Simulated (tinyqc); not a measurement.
What moves the results: finite square well with mass mismatch (envelope functions). A value that a table varies takes the place of the one given here.

A square well of width L and depth V0, mass mw inside and mb outside, energies from the bottom of the well, c = hbar^2/2m0. k = sqrt(mw E/c), kappa = sqrt(mb (V0 - E)/c). psi and psi'/m are continuous at the walls (BenDaniel-Duke), so level n solves k L + 2 atan[(k/mw)/(kappa/mb)] = n pi.

Non-parabolic bands: mw is replaced by mw (1 + alpha_w E) and mb by mb (1 - alpha_b (V0 - E)), in k, kappa and the matching condition alike.

Constants: hbar^2/2m0 = 3.80998211 eV angstrom^2.

Inputs chosen for the exercise (near those of a non-polar GaN well in AlGaN; shifted at random, so the results belong to these values and not to a real crystal): V0 = 0.255 eV (barrier height); mw = 0.206 m0 (mass in the well); mb = 0.22 m0 (mass in the barrier); Ls = (13, 19, 26, 37, 51, 72, 101) angstrom (widths); L = 102 angstrom (well width); alpha_w = 0.2 1/eV (non-parabolicity in the well); alpha_b = 0.27 1/eV (non-parabolicity in the barrier).

## Width of the well

Levels against L, beside the infinite well E1(hard) = c (pi/L)^2/mw; Pb is the probability of level 1 in the barriers; a dash marks an unbound level.

Levels:

| L (angstrom) | bound levels | E1 (eV) | E2 (eV) | E1(hard) (eV) | Pb |
|---|---|---|---|---|---|
| 13 | 1 | 0.1661 | - | 1.0801 | 0.448 |
| 19 | 1 | 0.1247 | - | 0.5056 | 0.272 |
| 26 | 1 | 0.0913 | - | 0.2700 | 0.162 |
| 37 | 2 | 0.0597 | 0.2121 | 0.1333 | 0.082 |
| 51 | 2 | 0.0383 | 0.1461 | 0.0702 | 0.041 |
| 72 | 3 | 0.0226 | 0.0888 | 0.0352 | 0.018 |
| 101 | 4 | 0.0129 | 0.0514 | 0.0179 | 0.008 |

How do the results move?

The infinite well overestimates E1 by a factor 6.50 at 13 angstrom and 1.38 at 101 angstrom. The local exponent d ln E1/d ln L goes from -0.76 (first two rows) to -1.65 (last two), towards the -2 of hard walls, as Pb falls from 0.448 to 0.008. E2 - E1 is largest at 37 angstrom of the widths listed.

## Levels of description

The same well five ways. mb = mw: the barrier takes the mass of the well. psi' continuous: kappa holds mb but the condition drops the masses, k L + 2 atan(k/kappa) = n pi. The last column is measured against BenDaniel-Duke.

Levels (eV):

| model | E1 | E2 | E3 | E1 - E1(BDD) (meV) |
|---|---|---|---|---|
| infinite walls | 0.0175 | 0.0702 | 0.1579 | 4.8 |
| mb = mw | 0.0129 | 0.0510 | 0.1129 | 0.1 |
| BenDaniel-Duke | 0.0127 | 0.0506 | 0.1121 | 0.0 |
| psi' continuous | 0.0130 | 0.0514 | 0.1136 | 0.2 |
| non-parabolic | 0.0128 | 0.0506 | 0.1108 | 0.1 |

What can be read from the table?

Hard walls put E1 4.8 meV too high. Ignoring the mass step moves it by +0.1 meV and the wrong matching by +0.2 meV: with mb/mw = 1.07, continuity of psi'/m lets the slope outside be 1.07 times the slope inside, which acts like a softer wall. Non-parabolicity shifts E1 by +0.1 meV, the balance of a heavier mass in the well, which lowers it, and a lighter mass deep in the barrier, which hardens the wall. Among the finite wells the largest departure in E1 is that of the model 'psi' continuous'.

## What each parameter does

Parabolic bands. Pb is the probability of level 1 in the barriers, (A^2/kappa)/(A^2/kappa + L/2 + sin(kL)/(2k)) with A = cos(kL/2). Each row changes one parameter from the base and keeps the others.

Results:

| case | E1 (eV) | bound levels | Pb | V0 - E1 (eV) |
|---|---|---|---|---|
| base | 0.0127 | 4 | 0.0075 | 0.2423 |
| L = 112 angstrom | 0.0108 | 5 | 0.0059 | 0.2442 |
| V0 = 0.217 eV | 0.0124 | 4 | 0.0092 | 0.2046 |
| mw = 0.2266 m0 | 0.0119 | 4 | 0.0065 | 0.2431 |
| mb = 0.176 m0 | 0.0131 | 4 | 0.0071 | 0.2419 |

How do the results move?

The largest shifts from the base row, up to three for each result and ties (the steps differ in size, so this ranks the rows, not the parameters). E1 (eV): L -0.0019, mw -0.0008, mb +0.0004. bound levels: L +1; unchanged at the printed digits by V0, mw and mb. Pb: V0 +0.0017, L -0.0016, mw -0.0010. V0 - E1 (eV): V0 -0.0377, L +0.0019, mw +0.0008.

(tinyqc, `OMP_NUM_THREADS=1 python tinyqc.py 1251566 1251567 out.jsonl`, Intel(R) Xeon(R) Processor @ 2.30GHz, 1 thread, shared host, about 0.01 s.)
